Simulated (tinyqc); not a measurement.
Worked calculation: Gamma, L and X subbands of a thin body with non-parabolic valleys. Values are carried at full precision from step to step, so a last printed digit may differ when a step is redone from the rounded ones.

Hard walls, flat band, c = hbar^2/2m0, energies from the bulk Gamma edge. For a valley at angle theta to the normal 1/m_z = cos^2/ml + sin^2/mt and m_d = sqrt(ml mt^2/m_z). Subband n starts at E_v + e with e (1 + a e) = c (n pi/t)^2/m_z, and its density-of-states mass is taken as m_d (1 + 2 a e), without further growth at higher in-plane energy. Groups are named by valley and degeneracy.

Constants: hbar^2/2m0 = 3.80998211 eV angstrom^2; kB = 8.617333262e-05 eV/K.

Values chosen for the exercise (near those of a thin GaSb channel; not measured data): face = 100 (surface); mG = 0.0392 m0 (Gamma mass); aG = 1.14 1/eV (Gamma non-parabolicity); EL = 0.08 eV (L edge above Gamma); mL = (1.295, 0.097) m0 (L valleys (four, along <111>): ml, mt); EX = 0.344 eV (X edge above Gamma); mX = (1.552, 0.214) m0 (X valleys (three, along <100>): ml, mt); aS = 0.6 1/eV (non-parabolicity of L and X); t = 62 angstrom (body thickness); Ns = 5.4 x 1e12/cm^2 (sheet density); T = 300 K (temperature); eot = 11 angstrom (equivalent oxide thickness).

## Valley groups

List degeneracy, edge, m_z, m_d and a.

Groups:

| group | g | E_v (eV) | m_z | m_d | a (1/eV) |
|---|---|---|---|---|---|
| G1 | 1 | 0.000 | 0.0392 | 0.0392 | 1.14 |
| L4 | 4 | 0.080 | 0.1402 | 0.2948 | 0.60 |
| X1 | 1 | 0.344 | 1.5520 | 0.2140 | 0.60 |
| X2 | 2 | 0.344 | 0.2140 | 0.5763 | 0.60 |

## Subband edges

n = 1 to 8 for each group; list the ten lowest.

Subbands:

| subband | g | E (eV) | DOS mass |
|---|---|---|---|
| L4 n=1 | 4 | 0.1471 | 0.3185 |
| G1 n=1 | 1 | 0.2027 | 0.0573 |
| L4 n=2 | 4 | 0.3234 | 0.3809 |
| X1 n=1 | 1 | 0.3503 | 0.2156 |
| X1 n=2 | 1 | 0.3688 | 0.2204 |
| X2 n=1 | 2 | 0.3885 | 0.6071 |
| X1 n=3 | 1 | 0.3989 | 0.2281 |
| X1 n=4 | 1 | 0.4394 | 0.2385 |
| X1 n=5 | 1 | 0.4890 | 0.2512 |
| X2 n=2 | 2 | 0.5103 | 0.6913 |

The lowest subband is L4 n=1, 56 meV below G1 n=1; in the bulk the lowest valley is Gamma.

## Filling and quantum capacitance

n_i = g m/(2 pi c) kB T ln(1 + exp((EF - E_i)/kB T)), sum n_i = Ns (1e12/cm^2 = 1e-4/angstrom^2), c = hbar^2/2m0. Quantum capacitance Cq = 1602.176634 sum g m/(2 pi c) f_i in microfarad/cm^2 with f_i = 1/(1 + exp((E_i - EF)/kB T)); Cox = 34.5313/eot (one gate); C/Cox = Cq/(Cq + Cox), the centroid term left out.

Over the ten listed subbands, named by valley (G, L, X), degeneracy and number.

EF = 0.1279 eV

n_i in the order of the list (1e12/cm^2): 5.357  0.033  0.009  0.000  0.000  0.001  0.000  0.000  0.000  0.000

Cq = 27.76 microfarad/cm^2
Cox = 3.139 microfarad/cm^2
C/Cox = 0.898

EF lies 19 meV below the lowest edge; Gamma holds 1 % of the electrons. The density of states is ample: only 10 % of the gate capacitance is lost.

## Checks

- Cq against the slope dNs/dEF by finite differences, microfarad/cm^2: both 27.76.

Computed by tinyqc, a small Python program: `OMP_NUM_THREADS=1 python tinyqc.py 1251806 1251807 out.jsonl` (the numbers bound the seed that draws the inputs); one thread of a shared host (Intel(R) Xeon(R) Processor @ 2.30GHz), about 0.02 s for the whole set of steps.
